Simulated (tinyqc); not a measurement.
Worked calculation (part 2 of 2): RKS/exchange-only LDA in the 6-311g basis, for H2, spin multiplicity 1. Computed by tinyqc, a small Python program that keeps every step (integrals from PySCF). Command: `OMP_NUM_THREADS=1 python tinyqc.py 26108 26109 out.jsonl` (the two numbers bound the seeds that draw the settings). One thread of a shared host (Intel(R) Xeon(R) Processor @ 2.60GHz), about 0.3 s of CPU time with the checks.

Geometry (angstrom):
```
atom,x,y,z
H,0.000000,0.000000,0.000000
H,0.000000,0.000000,1.100000
```

## Populations, bond orders and dipole

D after iteration 17:
```
,1H 1s,1H 2s,1H 3s,2H 1s,2H 2s,2H 3s
1H 1s,0.051217,0.090304,0.064906,0.051217,0.090304,0.064906
1H 2s,0.090304,0.159223,0.114441,0.090304,0.159223,0.114441
1H 3s,0.064906,0.114441,0.082254,0.064906,0.114441,0.082254
2H 1s,0.051217,0.090304,0.064906,0.051217,0.090304,0.064906
2H 2s,0.090304,0.159223,0.114441,0.090304,0.159223,0.114441
2H 3s,0.064906,0.114441,0.082254,0.064906,0.114441,0.082254
```

overlap S:
```
,1H 1s,1H 2s,1H 3s,2H 1s,2H 2s,2H 3s
1H 1s,1.000000,0.706377,0.373664,0.063231,0.231017,0.248008
1H 2s,0.706377,1.000000,0.788963,0.231017,0.494615,0.562956
1H 3s,0.373664,0.788963,1.000000,0.248008,0.562956,0.800938
2H 1s,0.063231,0.231017,0.248008,1.000000,0.706377,0.373664
2H 2s,0.231017,0.494615,0.562956,0.706377,1.000000,0.788963
2H 3s,0.248008,0.562956,0.800938,0.373664,0.788963,1.000000
```

Mulliken: Z minus the diagonal of D S on the atom; Loewdin: the same with S^(1/2) D S^(1/2); Mayer order: 2 sum_s sum (D(s) S)_ij (D(s) S)_ji over the two atoms.

Charges (e):
```
atom,Mulliken,Loewdin
1H,0,0
2H,0,0
```

Mayer bond orders:
```
pair,order
2-1,1.000000
```

dipole moment about the origin, x y z (debye): 0.000000  0.000000  0.000000
